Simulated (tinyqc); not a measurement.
## Gate sheet resistance from two finger widths

Inverse problem. At low frequency R = Rsh Wf/(3 L) + B/Wf, where B collects the channel and vertical terms. Find Rsh, B and the width of lowest R.

Values chosen for this exercise: channel length L = 0.2 um.

input resistance of single fingers, contacted at one end, of width 1 and 9.5 um (ohm): 351.66667  522.41228

Answer. R Wf is a straight line in Wf^2; the minimum of R lies where both terms are equal.

Rsh = 31.0 ohm/square
B = 300 ohm um
width of lowest R = 2.41 um

Numbers from tinyqc (`OMP_NUM_THREADS=1 python tinyqc.py 2262013 2262014 out.jsonl`; about 0.01 s on one thread of a shared Intel Xeon 2.30GHz).
